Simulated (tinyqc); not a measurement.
Isotype n-N heterojunction, non-linear Poisson equation by Newton steps, Fermi-Dirac statistics: effect of the conduction-band offset Ec2 - Ec1.

One dimension, material 1 (n-type) at x < 0 and material 2 (n-type) at x > 0. Band edges: Ec = -psi in material 1 and -psi + dEc in material 2, Ev = Ec - Eg. Equilibrium, Fermi level at 0. n = Nc F((EFn - Ec)/Vt), p = Nv F((Ev - EFp)/Vt), with F(eta) = F_1/2(eta) = (2/sqrt(pi)) int_0^infinity sqrt(u) du/(1 + exp(u - eta)) (Fermi-Dirac statistics); full ionisation, no interface charge, classical densities; the doping types are chosen for the exercise.

Exact first integral: on each side D^2/(2 eps0 er) = G, G = q [Vt (nI_j - nI_b) + Vt (pI_j - pI_b) - C (psi_j - psi_b)], with C = +N1 or +N2, b the neutral end of that side, and nI, pI the densities with F_1/2 replaced by F_3/2(eta) = (4/(3 sqrt(pi))) int_0^infinity u^(3/2) du/(1 + exp(u - eta)). D is continuous, so er1 G1(psi_j) = er2 G2(psi_j) fixes psi_j. Ends from Nc1 F(psi_L/Vt) = N1 and Nc2 F((V + psi_R - dEc)/Vt) = N2. D is counted positive when psi rises towards material 2.

Parameters, values chosen for the exercise; band and dielectric values close to those of CdS and CdTe:

| symbol | value | unit | meaning |
|---|---|---|---|
| T | 400 | K | temperature |
| Eg1 | 2.44 | eV | band gap of material 1 |
| er1 | 9.18 |  | relative permittivity of material 1 |
| Nc1 | 3.4e18 | cm^-3 | conduction-band density of states of material 1 |
| Nv1 | 2.8e19 | cm^-3 | valence-band density of states of material 1 |
| Eg2 | 1.53 | eV | band gap of material 2 |
| er2 | 10 |  | relative permittivity of material 2 |
| Nc2 | 1.21e18 | cm^-3 | conduction-band density of states of material 2 |
| Nv2 | 2.73e19 | cm^-3 | valence-band density of states of material 2 |
| N1 | 8.5e16 | cm^-3 | donor density of material 1 |
| N2 | 9.4e17 | cm^-3 | donor density of material 2 |
| V | 0 | V | bias of side 1 against side 2 |

Constants: q = 1.602176634e-19 C, kB = 1.380649e-23 J/K, Vt = kB T/q, eps0 = 8.8541878128e-14 F/cm where lengths are in cm. Results are converted to the units shown.

Effect of the conduction-band offset Ec2 - Ec1:
```
dEc (eV)  psi_R - psi_L (V)  psi_j - psi_L (V)  psi_R - psi_j (V)  D/q (cm^-2)  n_j in 1 (cm^-3)  n_j in 2 (cm^-3)
-0.19              -0.06249           -0.04992           -0.01257    -1.422e11          2.011e16          1.242e18
-0.12              0.007512           0.005632           0.001880     2.038e10          9.993e16          9.003e17
-0.04               0.08751            0.05896            0.02855     2.851e11          4.526e17          4.700e17
0.03                 0.1575            0.09429            0.06322     5.685e11          1.171e18          1.866e17
0.11                 0.2375             0.1231             0.1145     8.941e11          2.383e18          4.400e16
0.18                 0.3075             0.1412             0.1663     1.151e12          3.572e18          9.865e15
0.26                 0.3875             0.1570             0.2305     1.410e12          4.929e18          1.536e15
0.34                 0.4675             0.1696             0.2980     1.640e12          6.236e18          2.173e14
0.41                 0.5375             0.1789             0.3587     1.822e12          7.330e18          3.735e13
```

Read the table: what changes, and by how much?

As dEc goes from -0.19 to 0.41, the total bending rises from -0.0625 to 0.538 V and the sheet charge D/q rises from -1.42e11 to 1.82e12 cm^-2; the share of the bending in material 1 falls from 79.9 to 33.3 %. The alignment is staggered for dEc = 0.03, 0.11, 0.18, 0.26, 0.34, 0.41 eV. The bending changes sign within the table: electrons move into material 1 where it is positive and into material 2 where it is negative. For dEc = -0.19, 0.18, 0.26, 0.34, 0.41 the carriers at the interface are degenerate and confined to a layer thin enough for quantisation, which is left out.

tinyqc, about 0.1 s, one thread, Intel Xeon 2.30GHz (shared host): `OMP_NUM_THREADS=1 python tinyqc.py 2040140 2040141 out.jsonl`
